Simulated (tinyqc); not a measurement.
Critical temperature from a phonon spectrum: McMillan, Allen-Dynes and the linearised Eliashberg equation: one step, computed by the program tinyqc. Command: `OMP_NUM_THREADS=1 python tinyqc.py 3013997 3013998 out.jsonl eliashberg walk`. One thread of a shared host (Intel(R) Xeon(R) Processor @ 2.30GHz), about 0.01 s of CPU time with the checks.

alpha^2 F(omega) = sum_i (lambda_i omega_i/2) delta(omega - omega_i), so that lambda = 2 int alpha^2 F/omega d omega = sum_i lambda_i.

Task: Largest eigenvalue of the small kernel. K is the kernel of the linearised Eliashberg equation on the Matsubara points omega_n = (2n + 1) pi k_B T; T_c is where its largest eigenvalue rho is zero. Diagonalise K; at rho = 0 the eigenvector c is the gap function Delta_n/omega_n up to a factor; away from it Delta_n/Delta_0 = (2n + 1) c_n/c_0 is only an estimate.

Inputs (values chosen for the exercise, for a model metal): trial temperature = 10 K.

Peaks in alpha^2 F: two.

K:
```
          1         2         3          4          5          6
1  -0.40568   0.97960   0.28144    0.01908   -0.10246   -0.16749
2   0.97960  -4.90652   0.71724    0.15990   -0.04596   -0.14100
3   0.28144   0.71724  -7.79863    0.65221    0.12136   -0.07057
4   0.01908   0.15990   0.65221  -10.24350    0.62760    0.10472
5  -0.10246  -0.04596   0.12136    0.62760  -12.50600    0.61584
6  -0.16749  -0.14100  -0.07057    0.10472    0.61584  -14.67787
```

Give: largest eigenvalue rho; Delta_n/Delta_0.

Result:

largest eigenvalue rho = -0.1738

Delta_n/Delta_0: 1.000  0.650  0.290  0.059  -0.079  -0.157

rho < 0: in this small matrix the trial temperature lies above T_c.
